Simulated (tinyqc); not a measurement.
# Specific resistance of a metal-semiconductor contact and its transmission-line measurement, step by step

A worked calculation. Computed by tinyqc, a small Python program that keeps every step. Command: `OMP_NUM_THREADS=1 python tinyqc.py 3001453 3001454 out.jsonl contact walk`. One thread of a shared host (Intel(R) Xeon(R) Processor @ 2.30GHz), about 0.01 s of CPU time with the checks. Intermediate numbers are printed to about 6 digits and carried at full precision; extremes and crossings named in words are read from the listed rows.

The barrier is parabolic (depletion approximation), energies E are normal energies counted from the band edge in the neutral semiconductor (downwards for holes), and the bias is zero. xi is an input, held fixed when other inputs move.

Inputs (values chosen for the exercise, modelled on n-type GaN):

| quantity | value | unit |
|---|---|---|
| tunnelling mass m | 0.19 | m_0 |
| permittivity eps | 9.7 | - |
| Richardson constant A* | 24.9 | A/(cm^2 K^2) |
| barrier height phi_B | 0.77 | eV |
| doping N | 8.6e+19 | 1/cm^3 |
| Fermi level above the band edge in the bulk, xi | 0.32 | eV |
| temperature T | 300 | K |
| sheet resistance R_sh | 83 | ohm |
| contact length d | 0.27 | micrometre |
| contact width W | 15 | micrometre |

Image-force lowering: left out.

Constants: hbar = 1.054571817e-34 J s; eps_0 = 8.8541878128e-12 F/m; m_0 = 9.1093837015e-31 kg; k_B = 8.617333262e-05 eV/K; e = 1.602176634e-19 C.

## Tunnelling energy and barrier

E_00 = (e hbar/2) sqrt(N/(eps eps_0 m)); band bending E_b = phi_B + xi; depletion width w = sqrt(2 eps eps_0 E_b/(e^2 N)).

E_00 = 126.828 meV

E_00/k_B T = 4.90591

depletion width = 3.68624 nm

barrier used, above the bulk band edge = 1.09 eV

By the usual rule this is thermionic-field emission (0.5 to 5 k_B T).

## Transmission and supply

WKB transmission for E < E_b, with a = E/E_b: D = exp{-(E_b/E_00) [sqrt(1 - a) - a ln((1 + sqrt(1 - a))/sqrt(a))]}; D = 1 above. f = 1/(1 + exp((E - xi)/k_B T)).

E, D, f and D f at E/E_b = 0.05, 0.15, 0.3, 0.45, 0.6, 0.75, 0.9, 0.98:

| E/E_b | E (eV) | D | f | D f |
|---|---|---|---|---|
| 0.05 | 0.0545 | 5.86881e-04 | 9.99965e-01 | 5.86861e-04 |
| 0.15 | 0.1635 | 2.85553e-03 | 9.97656e-01 | 2.84884e-03 |
| 0.30 | 0.3270 | 1.70609e-02 | 4.32718e-01 | 7.38257e-03 |
| 0.45 | 0.4905 | 6.82953e-02 | 1.36500e-03 | 9.32231e-05 |
| 0.60 | 0.6540 | 2.03661e-01 | 2.44932e-06 | 4.98831e-07 |
| 0.75 | 0.8175 | 4.69317e-01 | 4.38902e-09 | 2.05984e-09 |
| 0.90 | 0.9810 | 8.31127e-01 | 7.86482e-12 | 6.53666e-12 |
| 0.98 | 1.0682 | 9.83861e-01 | 2.69646e-13 | 2.65294e-13 |

Among these points D f is largest at E/E_b = 0.3; for a non-degenerate tail the peak lies at E/E_b = 1/cosh^2(E_00/k_B T) = 0.000, but it cannot fall far below the Fermi level.

## Specific contact resistance

At zero bias 1/rho_c = (e A*/k_B^2) int D(E) f(E) dE, f = 1/(1 + exp((E - xi)/k_B T)); 200 Gauss-Legendre points from 0 to E_b, and k_B T ln(1 + exp((xi - E_b)/k_B T)) for the part above the barrier; the share of tunnelling is the part below.

specific contact resistance rho_c = 1.87136e-07 ohm cm^2

share of tunnelling = 100 %

rho_c by thermionic emission alone = 99422.1 ohm cm^2

Tunnelling lowers rho_c by a factor 5.31e11. The field-emission exponent (E_b - xi)/E_00 is 6.1, the thermionic one (E_b - xi)/k_B T is 29.8.

## Current crowding

Transmission-line model: transfer length L_T = sqrt(rho_c/R_sh); R_c = (R_sh L_T/W) coth(d/L_T). Limits: rho_c/(W d) for d << L_T, sqrt(rho_c R_sh)/W for d >> L_T.

transfer length L_T = 0.474831 micrometre

d/L_T = 0.568623

contact resistance R_c = 5.10822 ohm

R_c W = 76.6232 ohm micrometre

short-contact limit = 4.62063 ohm

long-contact limit = 2.62740 ohm

The contact is about one transfer length long, between the two limits.

## A transmission-line measurement read back

Transmission-line model: transfer length L_T = sqrt(rho_c/R_sh); R_c = (R_sh L_T/W) coth(d/L_T). Two contacts a gap s apart give R = 2 R_c + R_sh s/W. A straight-line fit gives R_sh from the slope and R_c from the intercept; the simple reading takes L_x = R_c W/R_sh as the transfer length and rho_c = R_sh L_x^2.

Resistances:

| gap s (micrometre) | R (ohm) |
|---|---|
| 0.92 | 15.3071 |
| 1.80 | 20.1764 |
| 3.70 | 30.6898 |
| 7.40 | 51.1631 |
| 15.00 | 93.2164 |

L_x = 0.923172 micrometre

rho_c by the simple reading = 7.07364e-07 ohm cm^2

simple reading over true value = 3.77996

The simple reading is 3.78 times too high, the factor coth^2(d/L_T): it holds only for d above about 2 L_T.

Checks made by the program: closed WKB exponent against numerical integration over the parabolic barrier (relative difference below 1e-10).
